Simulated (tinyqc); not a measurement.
# All-pass ring resonator, step by step

Program tinyqc, `OMP_NUM_THREADS=1 python tinyqc.py 2650128 2650129 out.jsonl`; Intel Xeon 2.30GHz, shared host, one thread, about 0.01 s. Printed values are rounded.

A ring of length L = 2 pi Rr coupled to one bus waveguide: round-trip amplitude a = 10^(-al L/20), self-coupling t = sqrt(1 - k2). At detuning d from the resonance the round-trip phase is p = 2 pi d/FSR and the transmission T = (a^2 - 2 a t cos p + t^2)/(1 - 2 a t cos p + a^2 t^2). Lossless coupler, linear absorption only.

Values chosen for this exercise; values close to those of silicon nitride waveguides: cold resonance wavelength lam = 1310 nm; ring radius Rr = 50 um; group index ng = 2.08; propagation loss al = 1.1 dB/cm; power coupling k2 = 0.025; thermo-optic change of the effective index dT = 2.6e-5 1/K; thermal resistance Rt = 2.7 K/mW; share of the loss that heats the ring fa = 0.81; input power Pin = 1.1 mW; laser detuning from the cold resonance dl = -4.2 pm.

Constants: c = 299792458 m/s. Results are converted to the units shown.

## Resonance parameters

FSR = lam^2/(ng L), finesse F = pi sqrt(a t)/(1 - a t), FWHM = FSR/F, Q = lam/FWHM, Tmin = (a - t)^2/(1 - a t)^2, power build-up k2 a^2/(1 - a t)^2, optical bandwidth c/(lam Q).

a = 0.996029
t = 0.987421
FSR = 2.62621 nm
F = 188.824
FWHM = 13.9082 pm
Q = 94188.8
Tmin = -5.65111 dB
build-up = 91.1013
bandwidth = 2.42969 GHz

The ring is overcoupled; critical coupling needs k2 = 1 - a^2 = 0.00793.

## Iteration 1: thermal shift of the resonance

s at the start = 0 pm

T is the transmission at d = dl - s, p = 2 pi d/FSR; out = (lam dT/ng) Rt fa (1 - T) Pin; s(new) = s + 0.5 (out - s).

d = -4.2 pm
T = 0.466721
out = 21.0076 pm
s after iteration 1 = 10.5038 pm

## Iteration 2: thermal shift of the resonance

As before.

d = -14.7038 pm
T = 0.866953
out = 5.24116 pm
s after iteration 2 = 7.87249 pm

## Course of the iteration: thermal shift of the resonance

Stop when s changes by less than 1e-7 pm, or after 200 iterations.

Course of the iteration:
```
iteration   s (pm)  |change| (pm)
1          10.5038           10.5
2          7.87249           2.63
3          7.50795          0.365
4          7.49264         0.0153
5          7.49222        4.19e-4
6          7.49221        1.12e-5
7          7.49221        2.98e-7
8          7.49221        7.97e-9
```

Converged in 8 iterations. At the end each change is about 0.027 times the one before: linear convergence. The equation has 1 root(s).
